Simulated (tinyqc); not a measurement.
Comparisons within one model: polar nitride quantum well with polarisation fields. A value that a table varies takes the place of the one given here.

Growth along [0001]. e_par = (a_sub - a)/a, Ppz = 2 e_par (e31 - e33 C13/C33), P = Psp + Ppz in each layer; strain relaxation and the strain shift of the gaps are left out, although thick layers with more than about 1 % mismatch would relax.

In a periodic stack without free charge the potential drop over a period vanishes: F_w = (P_b - P_w) Lb/(eps0 (eps_w Lb + eps_b Lw)), F_b = -F_w Lw/Lb, eps0 = 8.8541878e-12 F/m; 1 MV/cm = 1e8 V/m = 0.01 V/angstrom.

Envelope functions on cells of 0.25 angstrom over barrier, well, barrier (widths Lb, Lw, Lb), psi = 0 beyond, psi'/m continuous (mean mass between points), c = hbar^2/2m0. With u(z) the integral of e F (F_w in the well, F_b = -F_w Lw/Lb in the barriers, 1 MV/cm = 0.01 V/angstrom), zero at the centre of the well, the electron sees u plus Vc in the barriers and the hole -u plus Vv. The transition is Eg + E_e + E_h; excitons are left out.

Constants: hbar^2/2m0 = 3.80998211 eV angstrom^2; hc = 1239.841984 eV nm.

Values chosen for the exercise (near those of an InGaN well in GaN; not measured data): a_w = 3.278 angstrom (lattice constant a, well); a_b = 3.189 angstrom (lattice constant a, barrier); a_sub = 3.189 angstrom (in-plane lattice constant of the stack); Psp_w = -0.0287 C/m^2 (spontaneous polarisation); Psp_b = -0.035 C/m^2 (spontaneous polarisation); e31_w = -0.341 C/m^2; e31_b = -0.326 C/m^2; e33_w = 0.699 C/m^2; e33_b = 0.694 C/m^2; C_w = 0.289 (C13/C33); C_b = 0.266 (C13/C33); eps_w = 11.2 (dielectric constant); eps_b = 10.2 (dielectric constant); Lb = 75 angstrom (barrier width); Eg = 2.49 eV (gap of the well); Vc = 0.646 eV (conduction offset); Vv = 0.304 eV (valence offset); me = 0.168 m0 (electron, well); meb = 0.2 m0 (electron, barrier); mh = 1.33 m0 (hole, everywhere); Ls = (12, 18, 24, 30, 36, 45) angstrom (well widths); Lw = 41 angstrom (well width).

## Width of the well

Field, levels and overlap anew for each width.

Results:
```
Lw (angstrom)  F_w (MV/cm)  E (eV)  E without field (eV)  overlap^2  ln overlap^2
12                  -3.150  2.8352                2.9056      0.634         -0.46
18                  -2.961  2.6231                2.7631      0.392         -0.94
24                  -2.794  2.4565                2.6816      0.182         -1.70
30                  -2.645  2.3145                2.6314     0.0673         -2.70
36                  -2.511  2.1883                2.5986     0.0205         -3.89
45                  -2.334  2.0210                2.5671    0.00257         -5.96
```

The red shift grows from 70 to 546 meV. The line drops below Eg between 18 and 24 angstrom, which a square well can never do. Over the last two rows dE/dLw = -18.6 meV per angstrom, against -|e F_w| = -23.3 in the last row; the field itself weakens by 26 % over the table, since a wider well shares the drop with the barrier. The overlap falls by a factor 247.

## Screening the field

F_w = -2.4092 MV/cm

Carriers or a semipolar orientation reduce the field; here it is simply scaled in well and barrier.

Results:
```
share of the field  F_w (MV/cm)  E (eV)     nm  overlap^2  separation (angstrom)
1.0                      -2.409  2.0925  592.5     0.0067                   29.1
0.8                      -1.927  2.2234  557.6      0.018                   27.1
0.6                      -1.446  2.3446  528.8      0.049                   24.5
0.4                      -0.964  2.4520  505.7       0.14                   20.8
0.2                      -0.482  2.5375  488.6       0.43                   14.7
0.0                       0.000  2.5792  480.7       0.98                    0.0
```

Full screening shifts the line by -111.8 nm (+487 meV). The first fifth of the screening gives 131 meV and the last fifth 42 meV; a purely quadratic shift would give a ratio of 9, a linear one 1, and here it is 3.1.

## What each parameter does

Polarisation, field, levels and overlap anew. Each row changes one parameter from the base and keeps the others.

Results:
```
case                    F_w (MV/cm)  E (eV)  overlap^2  red shift (meV)
base                         -2.409  2.0925     0.0067              487
Lw = 46 angstrom             -2.315  2.0038     0.0020              561
Lb = 60 angstrom             -2.224  2.1455     0.0099              434
a_sub = 3.179 angstrom       -2.417  2.0904     0.0066              489
Psp_b = -0.0385 C/m^2        -2.645  2.0258     0.0043              553
e33_w = 0.769 C/m^2          -2.483  2.0717     0.0058              507
eps_w = 12.3                 -2.261  2.1336     0.0090              446
mh = 0.93 m0                 -2.409  2.1120     0.0095              472
Vc = 0.549 eV                -2.409  2.0793     0.0058              497
```

The largest shifts from the base row, up to three for each result and ties (the steps differ in size, so this ranks the rows, not the parameters). F_w (MV/cm): Psp_b -0.236, Lb +0.185, eps_w +0.148; unchanged at the printed digits by mh and Vc. E (eV): Lw -0.0887, Psp_b -0.0667, Lb +0.0531. overlap^2: Lw -0.00471, Lb +0.00324, mh +0.00279. red shift (meV): Lw +74, Psp_b +67, Lb -53.

(tinyqc, `OMP_NUM_THREADS=1 python tinyqc.py 1252020 1252021 out.jsonl`, Intel(R) Xeon(R) Processor @ 2.30GHz, 1 thread, shared host, about 0.07 s.)
